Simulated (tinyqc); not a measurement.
From one set of inputs to another, one input at a time: millisecond and nanosecond annealing: surface heating, thermal budget and solid-phase regrowth. Computed by tinyqc, a small Python program. Command: `OMP_NUM_THREADS=1 python tinyqc.py 3003801 3003802 out.jsonl flash ladder`. One thread of a shared host (Intel(R) Xeon(R) Processor @ 2.30GHz), about 0.03 s of CPU time with the checks.

A square pulse heats the surface of a thick wafer with constant thermal properties; losses by radiation are neglected and silicon melts at 1414 C.

The inputs printed are set A. Set A is modelled on hot silicon with arsenic; the values taken over come from a set modelled on hot silicon with boron. Inputs not listed in the table keep their values of set A, so the rows need not describe a real material.

Inputs (values chosen for the exercise, modelled on hot silicon with arsenic):
```
quantity,value,unit
incident fluence,10.3,J/cm^2
pulse length t_p,0.00035,s
reflectance R,0.41,-
thermal conductivity k,0.29,W/(cm K)
heat capacity per volume c,2.13,J/(cm^3 K)
preheat temperature T0,700,C
dopant prefactor D0,10.2,cm^2/s
dopant activation energy E,3.97,eV
regrowth prefactor v0,4.9e+08,cm/s
regrowth energy E_v,2.7,eV
amorphous layer,8.2,nm
```

Source: flash lamp.

Constants: k_B = 8.617333262e-05 eV/K.

Method:
- Absorbed flux q = (1 - R) fluence/t_p; kappa = k/c. With f(z, t) = (2 q/k) sqrt(kappa t) ierfc(z/(2 sqrt(kappa t))), ierfc(x) = exp(-x^2)/sqrt(pi) - x erfc(x): T = T0 + f(z, t) during the pulse and T0 + f(z, t) - f(z, t - t_p) after it.
- At the surface the rise at the end of the pulse is 2 q sqrt(t_p/(pi k c)); the fluence that just melts the surface scales with (1414 - T0).
- Temperatures in kelvin are T(C) + 273.15.
- Integrate exp(-E/(k_B T(t))) at the surface from 0 to 10 t_p (Gauss-Legendre, 60 points in sqrt(t) up to t_p and 60 in sqrt(t - t_p) after it). (Dt) = D0 x integral with E; regrowth = v0 x integral with E_v; effective time = integral/exp(-E/(k_B T_peak)).

Each row keeps all changes above it:
```
input moved,from,to,possible regrowth (nm),effective time over t_p,fluence at the melting threshold (J/cm^2)
set A,-,-,174.6,0.1887,15.77
heat capacity per volume c (J/(cm^3 K)),2.13,2.2,157.2,0.1900,16.03
preheat temperature T0 (C),700,800,787.9,0.2205,13.78
dopant prefactor D0 (cm^2/s) and dopant activation energy E (eV),"10.2, 3.97","1.17, 3.49",787.9,0.2547,13.78
pulse length t_p (s) and incident fluence (J/cm^2),"0.00035, 10.3","0.00044, 8.01",171.2,0.3273,15.45
thermal conductivity k (W/(cm K)),0.29,0.28,184.1,0.3225,15.18
```

Possible regrowth goes from 175 to 184, a factor 1.05 in all. The largest single move comes from preheat temperature T0 (a factor 5.01), and pulse length t_p with incident fluence works against it (a factor 0.217). Effective time over t_p goes from 0.189 to 0.323, a factor 1.71 in all. The largest single move comes from pulse length t_p with incident fluence (a factor 1.29). Fluence at the melting threshold goes from 15.8 to 15.2, a factor 0.963 in all. The largest single move comes from preheat temperature T0 (a factor 0.860), and pulse length t_p with incident fluence works against it (a factor 1.12). The single moves hold for this order of the switches; the total does not depend on the order.

Caution (all rows): equilibrium diffusivities are used; implant damage enhances diffusion, and k and c vary with temperature. Caution (rows set A, heat capacity per volume c, preheat temperature T0, dopant prefactor D0): the peak lies above 1150 C, and amorphous silicon melts some 200 to 250 K below the crystal, so a layer that has not regrown before the peak may melt instead. Caution (all rows): at this preheat temperature the layer would already regrow within five seconds or less before the pulse.

Extremes, crossings and ranges named in words are read from the listed rows.
